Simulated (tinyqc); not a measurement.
Reduced Fermi level from a carrier density: charge neutrality of a doped semiconductor with incomplete ionisation. Computed by tinyqc, a small Python program. Command: `OMP_NUM_THREADS=1 python tinyqc.py 3028548 3028549 out.jsonl dopant walk`. One thread of a shared host (Intel(R) Xeon(R) Processor @ 2.30GHz), about 0.04 s of CPU time with the checks.

Energies are counted from the top of the valence band; E_D is measured down from the conduction band and E_A up from the valence band.

Inputs (values chosen for the exercise, modelled on GaSb):
```
quantity              value  unit
gap at 0 K E_g0       0.811    eV
Varshni alpha      0.000418  eV/K
Varshni beta            143     K
electron mass m_e    0.0382   m_0
valleys M_c               1     -
hole mass m_h           0.4   m_0
temperature T            77     K
```

Doping: n-type, compensated. Statistics of the bands: Fermi-Dirac.

ratios u of density to N: 0.0077  0.026  0.09  0.31  1.1  3.6  12

Constants: m_0 = 9.1093837015e-31 kg; k_B = 1.380649e-23 J/K; h = 6.62607015e-34 J s; k_B = 8.617333262e-05 eV/K.

Method:
- E_g = E_g0 - alpha T^2/(T + beta).
- N_c = 2 M_c (2 pi m_e k_B T/h^2)^(3/2) and N_v = 2 (2 pi m_h k_B T/h^2)^(3/2), masses in units of m_0.
- n_i = sqrt(N_c N_v) exp(-E_g/(2 k_B T)); E_i = E_g/2 + (k_B T/2) ln(N_v/N_c).
- F_1/2(eta) = (2/sqrt(pi)) int_0^infinity sqrt(x)/(1 + exp(x - eta)) dx, by the trapezoid rule in t = sqrt(x) with step 0.02 up to t = 12 (for eta < -12 by exp(eta) - exp(2 eta)/2^(3/2)).
- For u = density/N of the majority band, eta solves F_1/2(eta) = u (bisection). Boltzmann: ln u. Joyce-Dixon: ln u + u/sqrt(8) - 4.95009e-3 u^2 + 1.48386e-4 u^3 - 4.42563e-6 u^4. Degenerate limit: (3 sqrt(pi) u/4)^(2/3). The last column is (eta - ln u) k_B T.

N_c = 2.43625e+16 cm^-3

k_B T = 0.00663535 eV

Eta by four rules:
```
u       density (cm^-3)    exact  Boltzmann  Joyce-Dixon  degenerate  Boltzmann error (meV)
0.0077       1.8759e+14  -4.8638    -4.8665      -4.8638      0.0471             1.8062e-02
0.026        6.3342e+14  -3.6405    -3.6497      -3.6405      0.1061             6.0972e-02
0.09         2.1926e+15  -2.3762    -2.4079      -2.3762      0.2428             2.1087e-01
0.31         7.5524e+15  -1.0621    -1.1712      -1.0621      0.5538             7.2412e-01
1.1          2.6799e+16   0.4784     0.0953       0.4784      1.2883             2.5421e+00
3.6          8.7705e+16   2.4958     1.2809       2.4958      2.8398             8.0611e+00
12           2.9235e+17   6.2011     2.4849       6.1794      6.3369             2.4659e+01
```

What follows from these numbers?

Boltzmann statistics place E_F within 1 meV of the exact value up to u = 0.310 of those listed and miss by 24.7 meV at u = 12. Joyce-Dixon stays within 0.01 in eta up to u = 3.60; the degenerate limit is still 2.2 % high at the last u. A parabolic band is assumed throughout.
